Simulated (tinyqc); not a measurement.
Conductance steps with and without the scatterer: conductance of a narrow metal strip with scatterers (square lattice, Green functions).

A strip of W sites across with hard walls, site energy 0 and hopping -t. Mode n = 1 to W has profile chi_n(j) = sqrt(2/(W + 1)) sin(n j pi/(W + 1)) and energy en = -2t cos(n pi/(W + 1)); E = en - 2t cos(kn a). With z_n = exp(i kn a) (Im k > 0 for closed modes, |z| < 1) each lead gives the self-energy -t z_n in mode n. One column carries the site energies v, here one foreign atom. In the mode basis V_nm = sum_j chi_n(j) v_j chi_m(j), G = (E - en + 2 t z_n - V)^-1, and t_nm = 2t sqrt(sin(kn a) sin(km a)) G_nm in size for open modes. T = sum |t_nm|^2, conductance (2e^2/h) T.

Values chosen for the exercise (out of a larger set: hopping and spacing of the size met in Cu or Al; the lattice is a model; not measured data):
- t = 0.99 eV (hopping)
- W = 4 (sites across)
- v = (0, 0, -2.4, 0) eV (site energies in the scattering column)

E is varied across the lower half of the band.

Against energy:

| E/t | E (eV) | open modes | T | reflected |
|---|---|---|---|---|
| -3.30 | -3.267 | 1 | 0.2899 | 0.7101 |
| -2.95 | -2.921 | 1 | 0.3096 | 0.6904 |
| -2.65 | -2.623 | 1 | 0.2498 | 0.7502 |
| -2.30 | -2.277 | 2 | 1.3599 | 0.6401 |
| -1.95 | -1.931 | 2 | 1.3538 | 0.6462 |
| -1.65 | -1.633 | 2 | 1.2308 | 0.7692 |
| -1.30 | -1.287 | 3 | 2.1897 | 0.8103 |
| -0.95 | -0.941 | 3 | 2.2021 | 0.7979 |
| -0.65 | -0.643 | 3 | 2.0397 | 0.9603 |
| -0.30 | -0.297 | 4 | 3.1390 | 0.8610 |
| 0.05 | 0.050 | 4 | 3.2254 | 0.7746 |

What can be read from this table?

The clean strip goes from 1 to 4 open modes. The reflected flux ranges from 0.640 (E/t = -2.3) to 0.960 (E/t = -0.65). A scatterer on one site acts on one combination of modes only, so it can reflect at most one unit.

Computed by tinyqc, a small Python program: `OMP_NUM_THREADS=1 python tinyqc.py 1480486 1480487 out.jsonl` (the numbers bound the seed that draws the inputs); one thread of a shared host (Intel(R) Xeon(R) Processor @ 2.30GHz), about 0.01 s for the whole set of steps.
